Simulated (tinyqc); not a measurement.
Electron-beam lithography: double-Gaussian proximity function, edge placement and dose correction for parallel lines: one step, computed by the program tinyqc. Command: `OMP_NUM_THREADS=1 python tinyqc.py 3111220 3111221 out.jsonl proximity walk`. One thread of a shared host (Intel(R) Xeon(R) Processor @ 2.30GHz), about 0.01 s of CPU time with the checks.

Lines are infinitely long. Absorbed energy is counted so that the middle of a very large area written at dose 1 receives 1; the resist develops where it exceeds 1/2.

Problem. Dose correction. Uncorrected edge energies are M 1. Solve M d = 1/2 for the doses d that put the mean edge energy of every line at the threshold.

M:
```
           1          2          3          4
1  0.2513527  0.0010434  0.1491175  0.0021401
2  0.0013817  0.2501314  0.1509489  0.0021960
3  0.0011423  0.0008717  0.4029203  0.0028209
4  0.0008739  0.0006771  0.1505585  0.2533850
```

Give: edge energies at dose 1; corrected doses; largest over smallest dose.

Solution.

edge energies at dose 1: 1 0.4037, 2 0.4047, 3 0.4078, 4 0.4055

corrected doses: 1 1.246, 2 1.241, 3 1.226, 4 1.237

largest over smallest dose = 1.016
